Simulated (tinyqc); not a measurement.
Decay of LO phonons and the hot-phonon bottleneck in the cooling of electrons. Changing the lattice temperature T. Computed by tinyqc, a small Python program. Command: `OMP_NUM_THREADS=1 python tinyqc.py 3007456 3007457 out.jsonl hotphonon sweep`. One thread of a shared host (Intel(R) Xeon(R) Processor @ 2.30GHz), about 0.01 s of CPU time with the checks.

n(E, T) = 1/(exp(E/(k_B T)) - 1) is the Bose occupation. Electrons have a temperature T_e; the LO modes within their reach share one occupation N; the decay products stay at the lattice temperature.

Inputs (values chosen for the exercise, modelled on gallium oxide): LO energy hbar omega = 44.9 meV; lifetime at T = 0, tau_0 = 2 ps.

Decay channel: two equal phonons (Klemens).

Constants: k_B = 8.617333262e-05 eV/K; c = 299792458 m/s.

Method. Decay rate 1/tau = (1/tau_0) [1 + 2 n(hbar omega/2)]. Full width Gamma = 1/(2 pi c tau) in 1/cm, c in cm/s.

One run for each value; columns: (1) lattice temperature T (K); (2) Raman width Gamma (1/cm); (3) phonon lifetime tau (ps); (4) equilibrium LO occupation N_0; (5) thermal factor tau_0/tau:
```
(1)     (2)     (3)         (4)     (5)
20    2.654  2.0000  4.8495e-12  1.0000
31    2.656  1.9991  5.0171e-08  1.0004
47    2.675  1.9844  1.5325e-05  1.0079
110   3.203  1.6575  8.8446e-03  1.2066
170   4.117  1.2895  4.8939e-02  1.5510
250   5.547  0.9570  1.4209e-01  2.0898
390   8.241  0.6442  3.5666e-01  3.1045
590  12.218  0.4345  7.0500e-01  4.6027
900  18.468  0.2875  1.2753e+00  6.9574
```

Give the missing row, lattice temperature T (K) = 71.

Computed row; columns: (1) lattice temperature T (K); (2) Raman width Gamma (1/cm); (3) phonon lifetime tau (ps); (4) equilibrium LO occupation N_0; (5) thermal factor tau_0/tau:
```
(1)    (2)     (3)         (4)     (5)
71   2.793  1.9006  6.5036e-04  1.0523
```

Interpolating between the two neighbouring rows (the first column on a logarithmic scale, the others too where they are positive) misses most in equilibrium LO occupation N_0, by 48 %. Over the rows, Raman width Gamma (1/cm) rises from 2.65 to 18.5 (exponent d ln y / d ln x 0.0010 between the first rows and 0.98 between the last); phonon lifetime tau (ps) falls from 2.00 to 0.287 (exponent d ln y / d ln x -0.0010 between the first rows and -0.98 between the last); equilibrium LO occupation N_0 rises from 4.85e-12 to 1.28 (exponent d ln y / d ln x 21 between the first rows and 1.4 between the last). At the low end the exponent of Raman width Gamma is 0.00, close to 0: spontaneous decay alone. The width is flat while k_B T is small against the energy of the softer product, and then grows with the occupation of the products.
